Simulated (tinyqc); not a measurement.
Worked calculation: quasiparticle equation with a plasmon-pole self-energy for two band edges. Values are carried at full precision from step to step, so a last printed digit may differ when a step is redone from the rounded ones.

For each edge E = e + X + Sc(E), with the correlation part Sc(E) = A[0]/(E - a + w) + A[1]/(E - b - w); a and b are the valence and conduction energies that enter the Green function (a = ev, b = ec in the one-shot scheme). Z = 1/(1 - dSc/dE), dSc/dE = -A[0]/(E - a + w)^2 - A[1]/(E - b - w)^2.

Values chosen for the exercise (scales of the order of those of SiC; the results hold for these values, not for the real material): ev = 0 eV (mean-field valence top); ec = 2.12 eV (mean-field conduction edge); w = 19.5 eV (pole energy); Av = (43.5, 26.1) eV^2 (weights of the valence state on the hole and electron poles); Ac = (28.2, 44.9) eV^2 (the same for the conduction state); Xv = -1.58 eV (exchange minus the mean-field potential, valence); Xc = 1.6 eV (the same, conduction).

## Linearised one-shot correction

Evaluate Sc and its slope at the mean-field energy; E = e + Z (X + Sc).

Terms:
```
edge        Sc (eV)   dSc/dE       Z  X + Sc (eV)   E (eV)
valence      1.0236  -0.1702  0.8545      -0.5564  -0.4755
conduction  -0.9982  -0.1784  0.8486       0.6018   2.6307
```

gap = 3.1062 eV
gap with Z = 1 = 3.2782 eV

The gap opens by 0.986 eV, 48 % of it by lowering the valence top. Setting Z = 1 would overshoot by 0.172 eV. X and Sc have opposite signs and are each larger than the sum they leave, so both must be converged well.

## Solving the equation for the conduction edge

Newton steps on f(E) = E - ec - Xc - Sc(E) from E = ec; the first step is the linearised result.

Iterates:
```
step   E (eV)   Sc (eV)     f (eV)
0     2.12000  -0.99822  -0.601784
1     2.63067  -1.09024   0.000911
2     2.62990  -1.09010   0.000000
3     2.62990  -1.09010   0.000000
```

The linearisation errs by +0.8 meV, as the shift is only 0.026 of the pole energy.

## All solutions for the valence state

Multiplying out gives a cubic; give its three roots and their weights Z.

roots (eV): [-21.726, -0.475, 22.741]

weights: [0.1021, 0.8520, 0.0459]

The weights add up to 1. The satellite below lies 21.25 eV from the main peak, 9 % more than w: this scheme places plasmon satellites too far out, and gives one where a cumulant form gives a series.

## Updating the energies in the Green function

Solve both equations exactly, put the results in place of a and b, and repeat five times; w is kept.

Cycles (eV):
```
cycle       Ev      Ec     gap
1      -0.4748  2.6299  3.1047
2      -0.4997  2.6598  3.1595
3      -0.5009  2.6616  3.1625
4      -0.5009  2.6618  3.1627
5      -0.5009  2.6618  3.1627
```

The update moves the gap by +58 meV from the one-shot value; each cycle shrinks the change to about 0.05 of the one before.

## Checks

- Sum of the weights of the three roots: both 1.000000.
- Newton result against the root by bisection (eV): both 2.62990.

tinyqc: `OMP_NUM_THREADS=1 python tinyqc.py 1881087 1881088 out.jsonl`; about 0.02 s, one thread, shared Intel(R) Xeon(R) Processor @ 2.30GHz.
